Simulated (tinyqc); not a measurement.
# Worked calculation: stacked nanosheet transistor, parasitic resistance, capacitance and delay

Program tinyqc, `OMP_NUM_THREADS=1 python tinyqc.py 2170066 2170067 out.jsonl`; Intel Xeon 2.30GHz, shared host, one thread, about 0.06 s. Printed values are rounded.

Ns sheets share one contact on top; each has perimeter p = 2 (Ws + ts) and cross-section A = Ws ts; contact width Wc = Ws + 10 nm, stack height Hs = Ns pv. Sheet 1 is the top one. Contact length Lc = CPP - Lg - 2 Lsp, shared by two neighbouring gates. Source and drain sides are equal. The formulas are first-order estimates, not field solutions.

Inputs (values chosen for the exercise); values close to those of silicon logic devices:
```
symbol    value        unit                                   meaning
T           300           K                               temperature
Ns            4                                      number of sheets
Ws           12          nm                               sheet width
ts            7          nm                           sheet thickness
pv           12          nm              vertical pitch of the sheets
rv          127         ohm  vertical resistance between sheet levels
CPP          48          nm                      contacted gate pitch
Lg           14          nm                               gate length
Lsp           5          nm                             spacer length
ks          3.3                   relative permittivity of the spacer
Hc           30          nm       gate height above the channel stack
rc       1.1e-9    ohm cm^2                       contact resistivity
re      0.00031      ohm cm   resistivity of the source-drain epitaxy
te           20          nm     current-carrying depth of the epitaxy
rx        0.001      ohm cm              resistivity of the extension
Lov           2          nm                              gate overlap
Cinv        3.4     uF/cm^2                     inversion capacitance
vx        8.6e6        cm/s                        injection velocity
mu          270  cm^2/(V s)                         apparent mobility
VT          0.2           V           threshold at zero drain voltage
dl        0.022         V/V                          barrier lowering
n          1.12                                   subthreshold factor
Cw         0.11          fF                                 wire load
Vdd        0.65           V                            supply voltage
```

Constants: q = 1.602176634e-19 C, kB = 1.380649e-23 J/K, eps0 = 8.8541878128e-12 F/m, Vt = kB T/q. Results are converted to the units shown.

## Geometry and resistances

Epitaxy sheet resistance Rsh = re/te, transfer length LT = sqrt(rc/Rsh), contact Rc = [sqrt(rc Rsh)/Wc] coth(Lc/(2 LT)); extension of one sheet Rx = rx Lsp/A. Effective width N p; for equal currents and rv = 0 one side has Rc + Rx/N.

Lc = 24 nm
effective width = 152 nm
Rsh = 155 ohm
LT = 26.63977 nm
Rc = 444.4745 ohm
Rx = 595.2381 ohm
one side times effective width = 90.17917 ohm um

Lc/2 is 0.45 transfer lengths, and Rc is 6.7 % above the area limit rc/(Wc Lc/2). The contact makes up 74.9 % of one side.

## Capacitances

With N sheets: gate Cg = Cinv p N Lg; per side, plate Cp = ks eps0 [Wc (Hs + Hc) - N A]/Lsp, top fringe Cf = (2/pi) ks eps0 Wc ln(1 + Lg/(2 Lsp)), overlap Co = Cinv p N Lov. Cs = Cp + Cf + Co. An inverter of two such devices driving an equal one has the load CL = 2 (Cg + 2 Cs) + 4 Cs + Cw (its own drains counted twice for the Miller effect).

Cg = 72.35200 aF
Cp = 8.064394 aF
Cf = 0.3582664 aF
Co = 10.33600 aF
CL = 404.7733 aF

The channel capacitance gives 35.7 % of CL, the parasitic parts 37.1 % and the wire 27.2 %.

## Iteration 1: sheet currents at Vgs = Vdd, Vds = Vdd/2

I at the start (uA): sheet 1 0, sheet 2 0, sheet 3 0, sheet 4 0

One sheet: I = p Q vx u/(1 + |u|^1.8)^(1/1.8), Q = Cinv n Vt ln(1 + exp((Vg' - VT + dl Vd')/(n Vt))), u = Vd' mu/(vx Lg), Vg' = Vgs - v, Vd' = Vds - 2 v, with the drop on each side v_j = Rc sum I + rv (sum over levels k = 2..j of the current of sheets k..Ns) + Rx I_j. I(new) = I + 0.5 (I(out) - I).

drop v (mV): sheet 1 0, sheet 2 0, sheet 3 0, sheet 4 0
I(out) (uA): sheet 1 50.02130, sheet 2 50.02130, sheet 3 50.02130, sheet 4 50.02130
I after iteration 1 (uA): sheet 1 25.01065, sheet 2 25.01065, sheet 3 25.01065, sheet 4 25.01065

## Iteration 2: sheet currents at Vgs = Vdd, Vds = Vdd/2

As before.

drop v (mV): sheet 1 59.35367, sheet 2 68.88273, sheet 3 75.23544, sheet 4 78.41179
I(out) (uA): sheet 1 42.43388, sheet 2 41.10647, sheet 3 40.18770, sheet 4 39.71557
I after iteration 2 (uA): sheet 1 33.72226, sheet 2 33.05856, sheet 3 32.59918, sheet 4 32.36311

## Course of the iteration: sheet currents at Vgs = Vdd, Vds = Vdd/2

Stop when the largest change of I is below 1e-6 uA, or after 80 iterations.

Course of the iteration:
```
iteration  total I (uA)  largest |change| of one entry (uA)
1              100.0426                                25.0
2              131.7431                                8.71
3              140.6351                                2.98
4              142.8762                                1.05
5              143.4407                               0.397
6              143.5943                               0.160
7              143.6412                              0.0669
8              143.6572                              0.0286
9              143.6632                              0.0124
...                 ...                                 ...
13             143.6672                             4.50e-4
14             143.6673                             1.97e-4
15             143.6673                             8.63e-5
16             143.6673                             3.78e-5
17             143.6673                             1.66e-5
18             143.6673                             7.28e-6
19             143.6673                             3.20e-6
20             143.6673                             1.40e-6
21             143.6673                             6.16e-7
```

Converged in 21 iterations. At the end each change is about 0.44 times the one before: linear convergence. The bottom sheet carries 88.6 % of the current of the top one.

## Effective current, delay and energy

IH = I(Vdd, Vdd/2) = 143.6673 uA
IL = I(Vdd/2, Vdd), solved likewise = 46.76226 uA

Ieff = (IH + IL)/2, delay CL Vdd/(2 Ieff), energy CL Vdd^2, with CL the load of an inverter that drives an equal one.

Ieff = 95.21480 uA
delay = 1.381627 ps
energy = 171.0167 aJ

Without any series resistance Ieff would be 131 uA, so the resistances cost 27.3 %.
